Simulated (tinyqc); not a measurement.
Anisotropic elasticity and sound waves of a cubic crystal. Changing the C12. Computed by tinyqc, a small Python program. Command: `OMP_NUM_THREADS=1 python tinyqc.py 3005112 3005113 out.jsonl cubicelastic sweep`. One thread of a shared host (Intel(R) Xeon(R) Processor @ 2.30GHz), about 0.01 s of CPU time with the checks.

Voigt order 1..6 = xx, yy, zz, yz, xz, xy, with engineering shear strains. The rotated frame has x' as named, z' along the wafer normal and y' = z' x x'.

Inputs (values chosen for the exercise, for a model crystal):
```
quantity                                value   unit
C11                                       131    GPa
C44                                      36.9    GPa
expansion coefficient of the film         8.9  ppm/K
expansion coefficient of the substrate    7.5  ppm/K
cooling Delta T                           700      K
```

Frame: (112) wafer, x' along [1-10].

direction cosines a (rows x', y', z' in the cube axes):
```
            x           y           z
x'  0.7071068  -0.7071068   0.0000000
y'  0.5773503   0.5773503  -0.5773503
z'  0.4082483   0.4082483   0.8164966
```

Method:
- S11 = (C11 + C12)/D, S12 = -C12/D, D = (C11 - C12)(C11 + 2 C12), S44 = 1/C44. Zener ratio A = 2 C44/(C11 - C12); S0 = S11 - S12 - S44/2; H = 2 C44 + C12 - C11.
- C'_ijkl = C12 delta_ij delta_kl + C44 (delta_ik delta_jl + delta_il delta_jk) - H sum_m a_im a_jm a_km a_lm.
- Invert C' to S'. E along x' = 1/S'11, along y' = 1/S'22; Poisson ratios nu(x'y') = -S'12/S'11 and nu(x'z') = -S'13/S'11; in-plane shear modulus 1/S'66.
- On cooling, a thick substrate imposes eps_1 = eps_2 = (alpha_film - alpha_substrate) Delta T and eps_6 = 0; the free surface sets sigma_3 = sigma_4 = sigma_5 = 0, which fixes eps_3, eps_4, eps_5. Biaxial modulus M = (sigma_1 + sigma_2)/(2 eps); energy density M eps^2. Elastic response and constant coefficients are assumed.

One run for each value:
```
C12 (GPa)  E along x' (GPa)  biaxial modulus M (GPa)  Zener ratio A  nu(x'z')  in-plane shear modulus (GPa)
6.55                 95.900                   115.37         0.5930   0.12317                        50.640
34.40                98.341                   131.90         0.7640   0.22769                        43.790
48.30                97.514                   136.55         0.8924   0.27393                        39.752
62.20                95.214                   138.72         1.0727   0.32141                        35.195
76.10                91.009                   137.96         1.3443   0.37470                        30.012
90.10                83.884                   133.15         1.8044   0.44142                        24.019
104.00               71.781                   122.05         2.7333   0.53462                        17.119
118.00               48.771                    98.68         5.6769   0.69112                         8.961
```

Give the missing row, C12 (GPa) = 20.50.

Computed row:
```
C12 (GPa)  E along x' (GPa)  biaxial modulus M (GPa)  Zener ratio A  nu(x'z')  in-plane shear modulus (GPa)
20.50                97.834                   124.89         0.6679   0.17891                        47.394
```

Interpolating between the two neighbouring rows (the first column on a logarithmic scale, the others too where they are positive) misses most in Zener ratio A, by 5.7 %. Over the rows, E along x' (GPa) goes from 95.9 through a maximum among these rows, 98.3 at 34.4, to 48.8; biaxial modulus M (GPa) goes from 115 through a maximum among these rows, 139 at 62.2, to 98.7; Zener ratio A rises from 0.593 to 5.68 (exponent d ln y / d ln x 0.10 between the first rows and 5.8 between the last). As C12 nears C11 the shear constant (C11 - C12)/2 vanishes, and directions that use it turn soft.

Extremes, crossings and ranges named in words are read from the listed rows.
